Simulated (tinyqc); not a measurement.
Admittance spectroscopy of a deep trap: one step of the calculation.

Schottky contact on an n-type layer with shallow donors Nd (all ionised) and a donor-like deep trap, neutral when filled and positive when empty; depletion approximation. Traps within lam of the depletion edge stay filled. The traps at xt = W - lam, where the level crosses the Fermi level, follow a slow signal and not a fast one. w = 2 pi f.

Question. Admittance at the signal frequency. Emission rate en = sn vth(T) Nc(T) exp(-Et/kB T) = sn g T^2 exp(-Et/kB T), g = vth Nc/(300 K)^2, as vth goes as T^0.5 and Nc as T^1.5 (degeneracy factor 1). Inflection frequency w0 = 2 en [1 + Nt xt/(Nd W)]; C = C_HF + (C_LF - C_HF)/(1 + (w/w0)^2), G/w = (C_LF - C_HF)(w/w0)/(1 + (w/w0)^2).

Inputs (values chosen for the exercise); material values close to those of 4H silicon carbide: conduction-band density of states at 300 K Nc = 1.69e19 cm^-3; thermal velocity at 300 K vth = 1.9e7 cm/s; shallow donor density Nd = 1.1e15 cm^-3; depth of the trap below the conduction edge Et = 0.13 eV; capture cross-section sn = 8.7e-15 cm^2; trap density Nt = 9.7e14 cm^-3; signal frequency f = 8.3e5 Hz; temperature T = 123 K.

Constants: q = 1.602176634e-19 C, kB = 1.380649e-23 J/K. Results are converted to the units shown.

W = 940.90044 nm
xt = 737.11968 nm
C_HF = 9.2597691 nF/cm^2
C_LF = 10.305688 nF/cm^2

Wanted: en; w0/(2 pi); C; G/w.

Answer.

en = 2.214e6 1/s
w0/(2 pi) = 1.191e6 Hz
C = 9.964 nF/cm^2
G/w = 0.4906 nF/cm^2

The signal lies near the inflection, where the loss is largest.

Numbers from tinyqc (`OMP_NUM_THREADS=1 python tinyqc.py 2050082 2050083 out.jsonl`; about 0.01 s on one thread of a shared Intel Xeon 2.30GHz).
